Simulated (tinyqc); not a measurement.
Worked calculation: charge neutrality of a doped semiconductor with incomplete ionisation. Computed by tinyqc, a small Python program that keeps every step. Command: `OMP_NUM_THREADS=1 python tinyqc.py 3008475 3008476 out.jsonl dopant walk`. One thread of a shared host (Intel(R) Xeon(R) Processor @ 2.30GHz), about 0.01 s of CPU time with the checks. Intermediate numbers are printed to about 5 digits and carried at full precision; extremes and crossings named in words are read from the listed rows.

Energies are counted from the top of the valence band; E_D is measured down from the conduction band and E_A up from the valence band.

Inputs (values chosen for the exercise, modelled on GaSb):
```
quantity                             value   unit
gap at 0 K E_g0                      0.803     eV
Varshni alpha                     0.000433   eV/K
Varshni beta                           139      K
electron mass m_e                   0.0385    m_0
valleys M_c                              1      -
hole mass m_h                        0.406    m_0
donor density N_D                  2.2e+15  cm^-3
acceptor density N_A               1.1e+14  cm^-3
donor depth E_D                    0.00244     eV
acceptor depth E_A                  0.0291     eV
donor degeneracy g_D                     2      -
acceptor degeneracy g_A                  4      -
static dielectric constant eps_s      15.1      -
temperature T                           77      K
iteration cap                           60      -
```

Doping: n-type, compensated. Statistics of the bands: Boltzmann. Solver: bisection. Start of Newton steps: intrinsic level E_i.

ratios u of density to N: 0.014  0.05  0.19  0.69  2.6  9.5  35

Constants: m_0 = 9.1093837015e-31 kg; k_B = 1.380649e-23 J/K; h = 6.62607015e-34 J s; k_B = 8.617333262e-05 eV/K.

## Gap and effective densities of states

E_g = E_g0 - alpha T^2/(T + beta). N_c = 2 M_c (2 pi m_e k_B T/h^2)^(3/2) and N_v = 2 (2 pi m_h k_B T/h^2)^(3/2), masses in units of m_0. n_i = sqrt(N_c N_v) exp(-E_g/(2 k_B T)); E_i = E_g/2 + (k_B T/2) ln(N_v/N_c).

gap E_g = 0.79111 eV

N_c = 2.4650e+16 cm^-3

N_v = 8.4414e+17 cm^-3

k_B T = 0.0066353 eV

intrinsic density n_i = 1.8588e-09 cm^-3

intrinsic level E_i = 0.40728 eV

## Charges at trial Fermi levels

n = N_c exp((E_F - E_g)/k_B T), p = N_v exp(-E_F/k_B T). N_D+ = N_D/(1 + g_D exp((E_F - E_g + E_D)/k_B T)). N_A- = N_A/(1 + g_A exp((E_A - E_F)/k_B T)). Neutrality: p + N_D+ = n + N_A-; the log ratio is ln[(p + N_D+)/(n + N_A-)]. The last column is ln[(p + N_D+)/(n + N_A-)], which vanishes at neutrality; trial levels are the majority level plus multiples of k_B T, rounded to 0.1 meV.

Densities (cm^-3):
```
E_F (eV)           n           p        N_D+      N_A-  log ratio
0.7489    4.2541e+13  8.1220e-32  2.1891e+15  1.10e+14     2.6638
0.7688    8.5368e+14  4.0474e-33  1.9999e+15  1.10e+14     0.7301
0.7820    6.2410e+15  5.5362e-34  1.2706e+15  1.10e+14    -1.6091
0.7953    4.6319e+16  7.4594e-35  3.4223e+14  1.10e+14    -4.9102
0.8086    3.4377e+17  1.0051e-35  5.3283e+13  1.10e+14    -8.7724
```

The log ratio changes sign between 0.7688 and 0.7820 eV.

## Solving for the Fermi level

Bisection of the log ratio between E = -0.3 and E_g + 0.3 eV; stop when |log ratio| < 1e-9.

Course of the iteration:
```
step  E_F (eV)    log ratio
1      0.39556   2.9957e+00
2      0.74334   2.8390e+00
3      0.91723  -4.1489e+01
4      0.83028  -1.5283e+01
5      0.78681  -2.6960e+00
6      0.76507   1.2493e+00
7      0.77594  -4.2973e-01
8      0.77051   4.7288e-01
9      0.77322   3.7971e-02
...        ...          ...
24     0.77345   5.6772e-06
25     0.77345  -1.2441e-06
26     0.77345   2.2165e-06
27     0.77345   4.8618e-07
28     0.77345  -3.7898e-07
29     0.77345   5.3598e-08
30     0.77345  -1.6269e-07
31     0.77345  -5.4548e-08
32     0.77345  -4.7502e-10
```

Fermi level E_F (last iterate) = 0.77345 eV

converged (1 yes, 0 no) = 1

steps = 32

Converged in 32 steps.

## Densities at the solution

The formulas are those given above.

majority density n = 1.7208e+15 cm^-3

minority density p = 2.0079e-33 cm^-3

ionised share of the donors = 0.83218

distance of E_F from the majority band edge = 0.017663 eV

n is 82.3 % of the net doping; n p / n_i^2 = 1.0000. Caution: N^(1/3) a is above 0.2 for the radius a = e^2/(8 pi eps_0 eps_s E) of the dopant: near the Mott value, 0.26, the level broadens, and above it the level has merged with the band and all dopants are ionised, so such results of a fixed depth are only formal.

## The closed form for the extrinsic range

With Boltzmann statistics, no holes and every acceptor ionised, n (n + N_A) = n1 (N_D - N_A - n) with n1 = (N_c/g_D) exp(-E_D/k_B T). Take the positive root.

n1 = 8.5327e+15 cm^-3

n from the quadratic = 1.7208e+15 cm^-3

Against the full solution, 1.7208e15 cm^-3, the quadratic is off by 7.6e-8 %.

## Carrier density against temperature

Neutrality is solved by bisection at each T. The last column is -k_B d ln(n T^-3/2)/d(1/T) from this row and the one above; it turns negative as ionisation nears completion, when the density grows more slowly than that power of T.

Against temperature:
```
T (K)   n (cm^-3)  E_F from the band edge (eV)  ionised share  activation energy (eV)
4.0    2.2868e+12                      0.00167        0.05104                       -
6.3    4.3084e+13                      0.00141        0.06958                0.002129
9.4    1.7425e+14                      0.00146        0.12921                0.001312
14.0   4.0926e+14                      0.00186        0.23603                0.000632
300.0  2.0392e+15                      0.11717        0.97690               -0.003785
600.0  1.1281e+16                      0.19965        0.95775                0.034686
```

Between the two coldest rows the activation energy is 0.00213 eV, 0.87 of the dopant depth: between the half depth of a weakly compensated sample and the full depth that compensation gives once the carriers are fewer than the compensating centres. The density is within 10 % of the net doping in one row, 300 K. From 600 K carriers excited across the gap add to it.

## Reduced Fermi level from a carrier density

F_1/2(eta) = (2/sqrt(pi)) int_0^infinity sqrt(x)/(1 + exp(x - eta)) dx, by the trapezoid rule in t = sqrt(x) with step 0.02 up to t = 12 (for eta < -12 by exp(eta) - exp(2 eta)/2^(3/2)). For u = density/N of the majority band, eta solves F_1/2(eta) = u (bisection). Boltzmann: ln u. Joyce-Dixon: ln u + u/sqrt(8) - 4.95009e-3 u^2 + 1.48386e-4 u^3 - 4.42563e-6 u^4. Degenerate limit: (3 sqrt(pi) u/4)^(2/3). The last column is (eta - ln u) k_B T.

Eta by four rules:
```
u      density (cm^-3)   exact  Boltzmann  Joyce-Dixon  degenerate  Boltzmann error (meV)
0.014       3.4510e+14  -4.264    -4.2687      -4.2637       0.070             3.2837e-02
0.05        1.2325e+15  -2.978    -2.9957      -2.9781       0.164             1.1722e-01
0.19        4.6835e+15  -1.594    -1.6607      -1.5937       0.400             4.4455e-01
0.69        1.7009e+16  -0.129    -0.3711      -0.1294       0.944             1.6034e+00
2.6         6.4090e+16   1.844     0.9555       1.8437       2.286             5.8935e+00
9.5         2.3418e+17   5.262     2.2513       5.2545       5.423             1.9974e+01
35          8.6275e+17  12.872     3.5553       9.5867      12.936             6.1819e+01
```

Boltzmann statistics place E_F within 1 meV of the exact value up to u = 0.190 of those listed and miss by 61.8 meV at u = 35. Joyce-Dixon stays within 0.01 in eta up to u = 9.50; the degenerate limit is still 0.50 % high at the last u. Past u of about 10 the Joyce-Dixon series fails. A parabolic band is assumed throughout.

Checks made by the program: neutrality at the solution (relative difference 2e-10); the quadratic against the majority density (compared only where minority carriers are negligible) (relative difference 8e-10).
